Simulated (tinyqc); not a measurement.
Quasi-harmonic thermal expansion with mode Grueneisen parameters: one step, computed by the program tinyqc. Command: `OMP_NUM_THREADS=1 python tinyqc.py 3030980 3030981 out.jsonl qha walk`. One thread of a shared host (Intel(R) Xeon(R) Processor @ 2.30GHz), about 0.02 s of CPU time with the checks.

A crystal with two atoms a cell; per atom there are 1 transverse acoustic (TA), 1/2 longitudinal acoustic (LA) and 3/2 optical (O) modes. Every frequency of group i scales as nu_i (V/V0)^(-gamma_i). Each group has one frequency. Static energy: E = (9 V0 B0/16) [y^3 B' + y^2 (2 - 4 y)], y = (V0/V)^(2/3) - 1, with pressure P_s = (3 B0/2) (z^7 - z^5) [1 + (3/4)(B' - 4)(z^2 - 1)], z = (V0/V)^(1/3).

Problem. Zero-point expansion. Phonon pressure P_ph = sum_i gamma_i U_i/V. At T = 0, U_i is the zero-point energy (h nu/2 a mode); solve P_s + P_ph = 0.

Inputs (values chosen for the exercise, for a model crystal):
```
quantity,value,unit
static volume V0,19.3,angstrom^3/atom
static bulk modulus B0,128,GPa
static B',3.95,-
frequency nu_TA,3.81,THz
frequency nu_LA,9.68,THz
frequency nu_O,11.2,THz
Grueneisen parameter gamma_TA,-1.5,-
Grueneisen parameter gamma_LA,0.9,-
Grueneisen parameter gamma_O,1.8,-
```

Acoustic groups: Einstein.

Constants: h x 1 THz = 4.135667696 meV; k_B = 8.617333262e-05 eV/K; 1 eV/angstrom^3 = 160.2176634 GPa.

Give: volume at T = 0; zero-point volume change.

Solution.

volume at T = 0 = 19.37 angstrom^3/atom

zero-point volume change = 0.3861 %
